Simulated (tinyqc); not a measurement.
Stoner model of a band ferromagnet: one step. The paramagnetic state and the Stoner criterion. Two cases, with inputs chosen for the exercise.

Task: Find EF from nd/2 states per spin, D(EF) and the product I D(EF); below 1 the susceptibility is enhanced by 1/(1 - I D).

Density of states per atom and spin: semi-elliptic, D(e) = (8 M/(pi W^2)) sqrt(W^2/4 - e^2). Levels e -/+ I m/2 for up and down spin, m = n_up - n_down, n_up + n_down = nd. At zero temperature e(N) is the energy below which N states lie, and E(m) = sum over spins of integral e D de - I m^2/4.

Case 1.

Values chosen: W = 6.4 eV (band width, e from -W/2 to W/2); M = 5 (states per atom and spin); nd = 7.95 (electrons per atom); I = 1.3 eV (Stoner parameter).

Case 2.

Values chosen: W = 4.4 eV (band width, e from -W/2 to W/2); M = 5 (states per atom and spin); nd = 7.09 (electrons per atom); I = 0.55 eV (Stoner parameter).

Give: EF; D(EF); I D(EF).

Result:

Case 1.

EF = 1.5452 eV
D(EF) = 0.8711 1/eV
I D(EF) = 1.1324

The paramagnet is unstable.

Case 2.

EF = 0.7362 eV
D(EF) = 1.3634 1/eV
I D(EF) = 0.7499

The paramagnet is locally stable, with a susceptibility enhanced 4.00 times.

Computed by tinyqc, one run a case: `OMP_NUM_THREADS=1 python tinyqc.py N N+1 out.jsonl` with N = 1680080, 1680982; one thread of a shared Intel(R) Xeon(R) Processor @ 2.30GHz, about 0.4 s a run at most.
